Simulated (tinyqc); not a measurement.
Yield per ion against the flux ratio: ion-assisted plasma etching: sheath, surface coverage, synergy and aspect-ratio dependence. Computed by tinyqc, a small Python program. Command: `OMP_NUM_THREADS=1 python tinyqc.py 3019695 3019696 out.jsonl etch walk`. One thread of a shared host (Intel(R) Xeon(R) Processor @ 2.30GHz), about 0.06 s of CPU time with the checks.

Radicals adsorb on bare sites; ions remove covered sites with a high yield and bare sites by sputtering; a slow spontaneous reaction acts everywhere, walls included.

Inputs (values chosen for the exercise, close to those used for silicon dioxide in a fluorocarbon plasma): plasma density n_e = 1.5e+11 1/cm^3; electron temperature T_e = 3.2 eV; ion mass M_i = 40 u; sheath voltage V = 150 V; radical density n = 1.9e+13 1/cm^3; radical mass M_n = 19 u; gas temperature T_g = 400 K; sticking coefficient s = 0.11; radicals per removed unit x = 2; yield slope b = 0.25 eV^(-1/2); threshold E_th = 27 eV; sputter slope b_p = 0.012 eV^(-1/2); sputter threshold E_p = 38 eV; spontaneous reaction probability k_c = 1.1e-05; solid density N = 2.2e+22 1/cm^3; ion temperature T_i = 0.23 eV.

Feature: round hole.

Constants: e = 1.602176634e-19 C; u = 1.6605390666e-27 kg; k_B = 1.380649e-23 J/K; eps_0 = 8.8541878128e-12 F/m.

Method:
- Bohm speed u_B = sqrt(e T_e/M_i); ion flux G_i = 0.61 n_e u_B; radical flux G_n = n c/4 with c = sqrt(8 k_B T_g/(pi M_n)).
- Debye length lambda_D = sqrt(eps_0 T_e/(e n_s)) with n_s = 0.61 n_e, T_e in volts; Child-law sheath d = (sqrt2/3) lambda_D (2 V/T_e)^(3/4); ion energy E = V + T_e/2; angular spread = arctan(sqrt(T_i/E)).
- Yields: Y = b (sqrt(E) - sqrt(E_th)) on covered sites, Y_p = b_p (sqrt(E) - sqrt(E_p)) on bare ones (zero below threshold).
- Steady coverage: s G_n (1 - theta) = x Y G_i theta; removal flux = Y G_i theta + Y_p G_i (1 - theta) + k_c G_n; rate = flux/N, 1 cm/s = 6e8 nm/min.
- The ion flux is fixed and the radical flux set by the ratio; the removal per ion is the removal flux over G_i.

yield Y = 1.77911

sputter yield Y_p = 0.0737782

ion flux G_i = 2.54212e+16 1/(cm^2 s)

Open field:
```
G_n/G_i    theta  rate (nm/min)  removal per ion
0.3      0.00919           62.0           0.0895
1        0.02999           86.6           0.1249
3        0.08487          151.5           0.2185
10       0.23614          330.4           0.4766
30       0.48117          620.3           0.8947
100      0.75559          945.3           1.3634
300      0.90267         1120.7           1.6164
1000     0.96867         1204.0           1.7367
3000     0.98933         1243.7           1.7939
```

Coverage reaches one half at G_n/G_i = x Y/s = 32.3. Below that the ion-assisted part follows the radical flux, on top of the sputter floor Y_p = 0.0738; above it the ion-assisted part saturates at Y = 1.78 per ion.
